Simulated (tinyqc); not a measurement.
Shockley-Read-Hall recombination through one deep level: sweeps and comparisons. A value that a table varies takes the place of the one given here.

One level at Et with degeneracy 1: tn = 1/(sn vth Nt), tp = 1/(sp_ vth Nt), n1 = Nc exp((Et - Eg)/kT), p1 = Nv exp(-Et/kT), ni^2 = n1 p1. Equilibrium p0 = Nm, n0 = ni^2/Nm; n = n0 + dn, p = p0 + dn. U = (n p - ni^2)/(tp (n + n1) + tn (p + p1)), lifetime dn/U; emission rates en = sn vth n1, ep = sp_ vth p1.

Constants: kB = 8.617333262e-05 eV/K.

Values chosen for the exercise (gap and densities of states near those of GaN at this temperature; the results hold for these values, not for the real material):
- E1 = 2.24 eV (level (+1/0) above Ev)
- E2 = 2.035 eV (level (0/-1) above Ev)
- gm = 2 (degeneracy of the middle state, the others 1)
- T = 300 K
- Eg = 3.454 eV (gap)
- Nc = 2.14e+18 1/cm^3 (conduction-band density of states)
- Nv = 4.67e+19 1/cm^3 (valence-band density of states)
- Nd = -1e+15 1/cm^3 (ionised shallow donors minus acceptors)
- Et = 2.035 eV (recombination level above Ev)
- Nt = 9.2e+15 1/cm^3 (defects)
- sn = 1.2e-15 cm^2 (electron capture cross-section)
- sp_ = 1.4e-16 cm^2 (hole capture cross-section)
- vth = 14000000 cm/s (thermal velocity, both carriers)
- Nm = 9.2e+16 1/cm^3 (equilibrium holes for the lifetime steps)
- dn = 8.9e+12 1/cm^3 (excess pairs)

## Charge state against the Fermi level (deep level with several charge states)

Energies from Ev. The defect has charge states +1, 0, -1 with weights 1, gm exp((EF - E1)/kT), exp((2 EF - E1 - E2)/kT); the shares are the weights over their sum. Boltzmann carriers: n = Nc exp((EF - Eg)/kT), p = Nv exp(-EF/kT). Neutrality: p - n + Nd + Nt <q> = 0.

Shares:
```
EF (eV)     +1      0     -1     <q>
0.207    1.000  0.000  0.000   1.000
0.484    1.000  0.000  0.000   1.000
0.760    1.000  0.000  0.000   1.000
1.036    1.000  0.000  0.000   1.000
1.313    1.000  0.000  0.000   1.000
1.589    1.000  0.000  0.000   1.000
1.865    1.000  0.000  0.000   1.000
2.141    0.425  0.018  0.557  -0.132
2.418    0.000  0.000  1.000  -1.000
2.694    0.000  0.000  1.000  -1.000
2.970    0.000  0.000  1.000  -1.000
3.247    0.000  0.000  1.000  -1.000
```

What does this show, and why?

E2 lies below E1 (negative U = -0.205 eV), so the charge goes from +1 to -1 near (E1 + E2)/2 = 2.138 eV, two electrons at once; the middle state never exceeds a share of 0.0186.

## Defects against doping (deep level with several charge states)

Nt takes the listed multiples of |Nd|; the resistivity uses mobilities of 1000 (electrons) and 300 (holes) cm^2/(V s), chosen for the exercise, and e = 1.602176634e-19 C.

Neutral state:
```
Nt/|Nd|  EF (eV)  n (1/cm^3)  p (1/cm^3)  rho (ohm cm)
0.01      0.2782    9.54e-36    9.90e+14          21.0
0.10      0.2807    1.05e-35    9.00e+14          23.1
0.30      0.2872    1.35e-35    7.00e+14          29.7
0.60      0.3016    2.36e-35    4.00e+14          52.0
0.90      0.3375    9.44e-35    1.00e+14           208
1.10      2.0971    3.43e-05    2.75e-16      1.82e+20
1.50      2.1163    7.20e-05    1.31e-16      8.67e+19
3.00      2.1284    0.000115    8.21e-17      5.43e+19
10.00     2.1349    0.000148    6.39e-17      4.22e+19
```

What does this show, and why?

EF goes from 0.278 to 2.135 eV and the resistivity from 21 to 4.22e+19 ohm cm, with a largest value of 1.82e+20 (values above about 1e13 are formal: hopping and surfaces conduct more). The largest move of EF, +1.760 eV, comes between Nt/|Nd| = 0.9 and 1.1; the levels lie at 2.24 and 2.035 eV. A defect can take up to one carrier of either sign, so the doping can be cancelled no earlier than Nt = |Nd|, there only if EF lies well beyond the level that takes the carriers and otherwise at larger Nt (mean charge +0.10 in the last row). The type changes along the table.

## Lifetime against injection

Recombination:
```
dn (1/cm^3)  lifetime (microsecond)  U (1/(cm^3 s))
1.0e+11                    0.006470        1.55e+19
1.0e+12                    0.006471        1.55e+20
1.0e+13                    0.006476        1.54e+21
1.0e+14                    0.006530        1.53e+22
1.0e+15                    0.007066        1.42e+23
1.0e+16                     0.01191        8.40e+23
1.0e+17                     0.03535        2.83e+24
1.0e+18                     0.05725        1.75e+25
```

How do the results move?

The lifetime rises from 0.00647 to 0.05725 microsecond; tn + tp = 0.06193. At low injection it is tn (1 + p1/p0) + tp n1/p0 with n1/Nm = 3.4e-23 and p1/Nm = 3.3e-32: re-emission is negligible, so minority capture alone counts. Auger and radiative paths are left out; they cut in at the highest injections, and in a doped direct-gap crystal the radiative one counts at all injections. dn = dp neglects trapped charge, which matters where the traps hold a charge comparable with dn, at low injection and with very unequal cross sections.

## Where a level does most harm

Et takes the values listed; G = Nt en ep/(en + ep) in a depleted region; the lifetime is for dn = 1e11 1/cm^3.

Results:
```
Et (eV)  lifetime (microsecond)  G (1/(cm^3 s))
0.207                   0.00756        9.38e-29
0.484                   0.00647        4.22e-24
0.760                   0.00647        1.83e-19
1.036                   0.00647        7.92e-15
1.313                   0.00647        3.57e-10
1.589                   0.00647        1.54e-05
1.865                   0.00647        3.93e-05
2.141                   0.00647        9.08e-10
2.418                   0.00647        2.02e-14
2.694                   0.00647        4.66e-19
2.970                   0.00647        1.08e-23
3.247                   0.00690        2.39e-28
```

What does this show?

Generation peaks where en = ep, at Eg/2 + (kT/2) ln(sp_ Nv/(sn Nc)) = 1.739 eV; the largest value listed is at 1.865 eV, and G falls by a decade for each 0.060 eV away from the peak. The lifetime is within a factor 2 of its minimum, 0.00647 microsecond, from 0.207 to 3.247 eV: recombination tolerates a wide range of Et, generation a narrow one.

## What moves lifetime and leakage

G = Nt en ep/(en + ep). Each row changes one parameter from the base and keeps the others.

Results:
```
case                  lifetime (microsecond)  G (1/(cm^3 s))
base                                0.006475        5.48e-08
Et = 2.075 eV                       0.006475        1.17e-08
sn = 2.4e-15 cm^2                   0.003240        5.48e-08
sp_ = 2.8e-16 cm^2                  0.006473        1.10e-07
Nt = 4.6e+15 1/cm^3                  0.01295        2.74e-08
Nm = 2.76e+17 1/cm^3                0.006472        5.48e-08
dn = 2.67e+13 1/cm^3                0.006486        5.48e-08
```

What can be read from the table?

The largest shifts from the base row, up to three for each result and ties (the steps differ in size, so this ranks the rows, not the parameters). lifetime (microsecond): Nt +0.00648, sn -0.00323, dn +1.07e-05; unchanged at the printed digits by Et. G (1/(cm^3 s)): sp_ +5.48e-08, Et -4.31e-08, Nt -2.74e-08; unchanged at the printed digits by sn, Nm and dn.

Run: tinyqc, `OMP_NUM_THREADS=1 python tinyqc.py 1650764 1650765 out.jsonl`; Intel(R) Xeon(R) Processor @ 2.30GHz, one thread, shared host; about 0.01 s of CPU time with all checks.
